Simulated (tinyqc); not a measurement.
MOSFET in the linear regime without short-channel effects, parameter extraction from computed curves: one step of the calculation.

Inversion charge Q = Cox n Vt W0(exp((Vg - VT)/(n Vt))), W0 the Lambert function and n = nf; u = Q/Cox; mobility mu = mu0/(1 + th1 u + th2 u^2); channel resistance Rch = (L - dL)/(W mu Q); Id = Vd/(Rch + Rsd/W). Cox = eps0 eox/tox. Small Vd, no channel-length or drain effects.

Question. The Y function. Y_i = Id_i/sqrt(gm_i). For Id = beta Vd x/(1 + th x), x = Vg - VT, Y = sqrt(beta Vd) x whatever th. Slope s from points 6 and 9; VT_Y = Vg - Y/s at point 9; beta = s^2/Vd; mobility beta L/(W Cox) with the drawn L; th* = (beta Vd x/Id - 1)/x at point 9.

Values chosen for this exercise; channel values of the order met in silicon transistors:

| symbol | value | unit | meaning |
|---|---|---|---|
| eox | 3.9 |  | relative permittivity of the gate insulator (close to silicon dioxide) |
| tox | 1 | nm | insulator thickness |
| mu0 | 80 | cm^2/(V s) | low-field mobility |
| th2 | 0 | 1/V^2 | second mobility attenuation factor |
| W | 1 | um | gate width |
| L | 0.42 | um | drawn gate length |
| dL | 0.004 | um | drawn less effective length |
| Vd | 0.01 | V | drain voltage |

Constants: eps0 = 8.8541878128e-14 F/cm where lengths are in cm. Results are converted to the units shown.

| point | Vg (V) | Id (uA) |
|---|---|---|
| 0 | 0.49 | 2.3619127e-4 |
| 1 | 0.59 | 0.0066044478 |
| 2 | 0.69 | 0.11099678 |
| 3 | 0.79 | 0.46835462 |
| 4 | 0.89 | 0.93312533 |
| 5 | 0.99 | 1.4074346 |
| 6 | 1.09 | 1.8640162 |
| 7 | 1.19 | 2.2951807 |
| 8 | 1.29 | 2.6993795 |
| 9 | 1.39 | 3.0772861 |
| 10 | 1.49 | 3.4304067 |

| point | gm (uS) |
|---|---|
| 1 | 0.55380295 |
| 2 | 2.3087509 |
| 3 | 4.1106427 |
| 4 | 4.6954000 |
| 5 | 4.6544546 |
| 6 | 4.4387303 |
| 7 | 4.1768162 |
| 8 | 3.9105272 |
| 9 | 3.6551359 |

Wanted: Y; s; VT_Y; beta; mobility from Y; th*.

Answer.

| point | Y (uA^0.5 V^0.5) |
|---|---|
| 1 | 0.008875 |
| 2 | 0.07305 |
| 3 | 0.2310 |
| 4 | 0.4306 |
| 5 | 0.6524 |
| 6 | 0.8847 |
| 7 | 1.123 |
| 8 | 1.365 |
| 9 | 1.610 |

s = 2.416 uA^0.5 V^-0.5
VT_Y = 0.7238 V
beta = 583.8 uA/V^2
mobility from Y = 71.00 cm^2/(V s)
th* = 0.3960 1/V

The mobility from Y is 12 % below mu0 L/(L - dL) = 80.8 cm^2/(V s), which it should reach in deep inversion when th2 = 0.

Program tinyqc, `OMP_NUM_THREADS=1 python tinyqc.py 2210019 2210020 out.jsonl`; Intel Xeon 2.30GHz, shared host, one thread, about 0.01 s.
